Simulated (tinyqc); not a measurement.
# Double-gate transistor below threshold, two-dimensional Poisson equation on a small mesh: effects of single changes

Half of a symmetric double-gate structure: row 0 is the mid-plane of the body, where the normal field vanishes. Mobile charge is neglected (subthreshold), the body is fully depleted, and potentials are counted from the intrinsic level; rows run upward to the gate, columns from source to drain.

Values chosen for this exercise; semiconductor permittivity close to that of silicon:
```
symbol,value,unit,meaning
T,250,K,temperature
eps_r,11.7,,relative permittivity of the semiconductor
eox,9,,relative permittivity of the insulator
tb,5,nm,half the body thickness
tox,3.9,nm,insulator thickness
L,48,nm,channel length
Na,0,cm^-3,acceptor density of the depleted body
Vbi,0.54,V,potential of the source
Vfb,0.06,V,gate offset
Vg,-0.1,V,gate voltage
Vd,0.05,V,drain voltage
```

Constants: q = 1.602176634e-19 C, kB = 1.380649e-23 J/K, Vt = kB T/q, eps0 = 8.8541878128e-14 F/cm where lengths are in cm. Results are converted to the units shown.

Each table varies one quantity; the others keep the values above.

## Effect of the gate voltage

Mesh: rows i = 0..12 in the semiconductor (step hs = tb/12, row 12 on the interface), then 8 step(s) ho = tox/8 up to the gate row 20; columns j = 0..80 (step hy = L/80). Box integration, divided by eps0: up_i = eps hy/h of the interval above row i, dn_i = that of the interval below (0 for row 0), lat_i = (sum of eps h/2 over the intervals above and below)/hy, s_i = -q Na w_i hy/eps0 with w_i the semiconductor height of the box (hs/2 for row 0 and the interface row, hs between, 0 in the insulator). Each free node obeys (up + dn + 2 lat) psi = up psi(above) + dn psi(below) + lat [psi(left) + psi(right)] + s. Fixed values: gate row Vg - Vfb; column 0 at Vbi and the last column at Vbi + Vd in the semiconductor, each running linearly to Vg - Vfb across the insulator. The system is solved directly. On row 0 the minimum of psi and its place come from a parabola through the three lowest nodes; barrier = Vbi - minimum, swing = Vt ln 10/(d psi/dVg), DIBL = (d psi/dVd)/(d psi/dVg) there. Lambda = pi/k with k the smallest positive root of tan(k tox) tan(k tb) = eox/eps_r.

Effect of the gate voltage:
```
Vg (V)	L/Lambda	barrier (V)	place y/L	swing (mV/decade)	DIBL (mV/V)
-0.2	2.476	0.7614	0.4961	52.04	23.81
-0.12	2.476	0.6852	0.4957	52.04	23.74
-0.04	2.476	0.6089	0.4952	52.04	23.64
0.04	2.476	0.5326	0.4945	52.04	23.52
0.12	2.476	0.4564	0.4936	52.04	23.36
0.2	2.476	0.3801	0.4924	52.05	23.15
```

As Vg goes from -0.2 to 0.2 V, the barrier falls from 0.761 to 0.380 V, the swing stays near 52.0 mV a decade and DIBL falls from 23.8 to 23.1 mV/V; the ideal swing is 49.6. The barrier top moves from y/L = 0.496 to 0.492.

## Refining the mesh

The mesh has 2 c steps in the semiconductor (rows from 0 up to the interface), c steps in the insulator and 8 c along the channel, each uniform. The system is solved directly; psi is read on row 0 at mid-channel.

Result of one run:
```
c	unknowns	psi at mid-channel (V)	d psi/dVg
6	846	-0.1259	0.9530
```

What becomes of these results when the refinement factor c is changed from 6 to 1, all else the same?

Result of the changed run:
```
c	unknowns	psi at mid-channel (V)	d psi/dVg
1	21	-0.1174	0.9412
```

The whole series:
```
c	unknowns	psi at mid-channel (V)	d psi/dVg
1	21	-0.1174	0.9412
2	90	-0.1240	0.9504
3	207	-0.1252	0.9520
4	372	-0.1256	0.9526
6	846	-0.1259	0.9530
8	1512	-0.1260	0.9532
12	3420	-0.1261	0.9533
```

psi at mid-channel goes from -0.1174 V on the coarsest mesh to -0.1261 V on the finest, a difference of 8.7 mV. d psi/dVg changes by 0.0091 from c = 1 to 2, by 0.0022 from 2 to 4 and by 5.6e-4 from 4 to 8, a ratio of 4.0 between the last two, near the 4 of a second-order scheme.

## Effect of the drain voltage

Same model as above.

Result of one run:
```
Vd (V)	L/Lambda	barrier (V)	place y/L	swing (mV/decade)	DIBL (mV/V)
0.45	2.476	0.6580	0.4680	52.12	19.17
```

What becomes of these results when the drain voltage Vd is changed from 0.45 to 0.05 V, all else the same?

Result of the changed run:
```
Vd (V)	L/Lambda	barrier (V)	place y/L	swing (mV/decade)	DIBL (mV/V)
0.05	2.476	0.6661	0.4956	52.04	23.71
```

The whole series:
```
Vd (V)	L/Lambda	barrier (V)	place y/L	swing (mV/decade)	DIBL (mV/V)
0.05	2.476	0.6661	0.4956	52.04	23.71
0.25	2.476	0.6618	0.4803	52.07	21.08
0.45	2.476	0.6580	0.4680	52.12	19.17
0.65	2.476	0.6545	0.4577	52.18	17.71
0.85	2.476	0.6513	0.4488	52.25	16.55
1.05	2.476	0.6482	0.4410	52.32	15.59
```

As Vd goes from 0.05 to 1.05 V, the barrier falls from 0.666 to 0.648 V, the swing rises from 52.0 to 52.3 mV a decade and DIBL falls from 23.7 to 15.6 mV/V; the ideal swing is 49.6. The barrier top moves from y/L = 0.496 to 0.441, towards the source.

Program tinyqc, `OMP_NUM_THREADS=1 python tinyqc.py 2480019 2480020 out.jsonl`; Intel Xeon 2.30GHz, shared host, one thread, about 0.09 s.
